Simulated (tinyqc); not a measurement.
Sub-threshold conduction and electro-thermal threshold of an amorphous chalcogenide: course of the iteration.

Trap-limited conduction: I = I0 exp(-Ea/kB T) sinh(q V dz/(2 ua kB T)), I0 = 2 q A Nt dz/ta. One lumped temperature T = T0 + Rt I V. The threshold is the largest V for which a steady state exists on the low-current branch.

I at the present T, then T(new) = T0 + Rt I V.

Stop when T changes by less than 1e-7 K; give up above 900 K or after 200 iterations.

Parameters, values chosen for the exercise; values of the order of Ge-Sb-Te and related chalcogenides: ambient temperature T0 = 300 K; cross-section A = 2100 nm^2; amorphous thickness ua = 35 nm; distance between traps dz = 4.3 nm; activation energy Ea = 0.37 eV; trap density Nt = 3.5e19 cm^-3; attempt time ta = 2e-14 s; thermal resistance Rt = 5.6 K/uW; voltage across the amorphous layer V = 2.9 V.

Constants: q = 1.602176634e-19 C, kB = 1.380649e-23 J/K. Results are converted to the units shown.

T at the start = 300 K

Course of the iteration:
```
iteration	T(new) (K)	I (uA)	change (K)
1	324.602	1.51488	24.6
2	343.176	2.65860	18.6
3	362.584	3.85368	19.4
4	388.568	5.45367	26.0
5	433.535	8.22263	45.0
6	541.926	14.8969	108
7	975.442	41.5913	434
```

Did this iteration meet its convergence test, and what does its course show?

No. The temperature runs past 900 K in 7 iterations. V exceeds the threshold of 2.754 V (reached at T = 353.7 K), so no steady state exists on the low branch: this is thermal runaway, not a numerical fault. At V = 2.62 V the same loop settles at 318.1 K; the branch beyond the threshold is reached by fixing T or I instead of V.

Range of the model: Purely electronic switching mechanisms, filaments and series resistance are left out.

tinyqc, about 0.01 s, one thread, Intel Xeon 2.30GHz (shared host): `OMP_NUM_THREADS=1 python tinyqc.py 2490117 2490118 out.jsonl`
